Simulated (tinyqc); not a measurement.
Leakage currents through a thin dielectric. Changing the voltage V. Computed by tinyqc, a small Python program. Command: `OMP_NUM_THREADS=1 python tinyqc.py 3000777 3000778 out.jsonl leak sweep`. One thread of a shared host (Intel(R) Xeon(R) Processor @ 2.30GHz), about 0.1 s of CPU time with the checks.

Electrons leave an electrode with Fermi energy E_F above its band bottom; barriers are counted from the Fermi level, and both electrodes are alike.

Inputs (values chosen for the exercise, modelled on HfO2):
```
quantity,value,unit
barrier height phi_B,1.65,eV
tunnelling mass m,0.2,m_0
static permittivity k,22.3,-
optical permittivity k_o,4,-
trap depth phi_t,0.9,eV
Poole-Frenkel prefactor sigma_0,8.1e-05,S/cm
thickness t,10,nm
electrode Fermi energy E_F,0.087,eV
electrode mass m_e,1,m_0
temperature T,200,K
```

Stack: single layer.

Constants: m_0 = 9.1093837015e-31 kg; e = 1.602176634e-19 C; hbar = 1.054571817e-34 J s; k_B = 8.617333262e-05 eV/K; k_B = 1.380649e-23 J/K; eps_0 = 8.8541878128e-12 F/m; h = 6.62607015e-34 J s.

Method:
- Field F = V/t; equivalent oxide thickness 3.9 t/k.
- WKB: a layer of mass m, field F and barrier b(x) = b_0 - e F x gives the exponent (4 sqrt(2 m)/(3 hbar e F)) [b_0^(3/2) - max(b_0 - e F t, 0)^(3/2)] for b_0 > 0; b_0 = barrier - (E - E_F); the transmission is D(E) = exp(-sum of exponents), without image force.
- Tsu-Esaki: J = (e m_e k_B T/(2 pi^2 hbar^3)) int D(E) ln[(1 + exp((E_F - E)/k_B T))/(1 + exp((E_F - eV - E)/k_B T))] dE over the normal energy E (its change with the mass at an interface is neglected) from max(0, E_F - 3 eV) to E_F + largest barrier, by 100 Gauss-Legendre points in each part, split at E_F - 0.3 eV (if inside the range) and E_F + 8 k_B T.
- The mean energy weights E - E_F by the integrand.
- Schottky emission J = A T^2 exp(-(phi_B - sqrt(e^3 F/(4 pi k_o eps_0)))/k_B T), A = 4 pi e m k_B^2/h^3 with the tunnelling mass; Poole-Frenkel J = sigma_0 F exp(-(phi_t - sqrt(e^3 F/(pi k_o eps_0)))/k_B T); both use the field F of the dielectric.

One run for each value:
```
voltage V (V),tunnel current density (A/cm^2),Poole-Frenkel current density (A/cm^2),transmission D(E_F)
0.23,7.1088e-18,1.5034e-17,2.2377e-25
0.33,1.8162e-17,1.7420e-16,5.7733e-25
0.48,7.7414e-17,3.4324e-15,2.5000e-24
0.69,6.5074e-16,1.0263e-13,2.1540e-23
0.99,1.7544e-14,5.4875e-12,6.0576e-22
1.40,3.3689e-12,4.8949e-10,1.2573e-19
2.00,2.1261e-07,1.1311e-07,8.7180e-15
4.20,7.3931e+00,2.8144e-01,2.0182e-07
```

Give the missing row, voltage V (V) = 2.90.

Computed row:
```
voltage V (V)  tunnel current density (A/cm^2)  Poole-Frenkel current density (A/cm^2)  transmission D(E_F)
2.90                                5.9700e-03                              9.4559e-05           2.0125e-10
```

Interpolating between the two neighbouring rows (the first column on a logarithmic scale, the others too where they are positive) misses most in Poole-Frenkel current density (A/cm^2), by 91 %. Over the rows, tunnel current density (A/cm^2) rises from 7.11e-18 to 7.39 (exponent d ln y / d ln x 2.6 between the first rows and 19 between the last); Poole-Frenkel current density (A/cm^2) rises from 1.50e-17 to 0.281 (exponent d ln y / d ln x 6.8 between the first rows and 22 between the last); transmission D(E_F) rises from 2.24e-25 to 2.02e-7 (exponent d ln y / d ln x 2.6 between the first rows and 19 between the last).

Caution (rows 0.230, 0.330): so small a Poole-Frenkel current cannot be measured, and its value is formal.
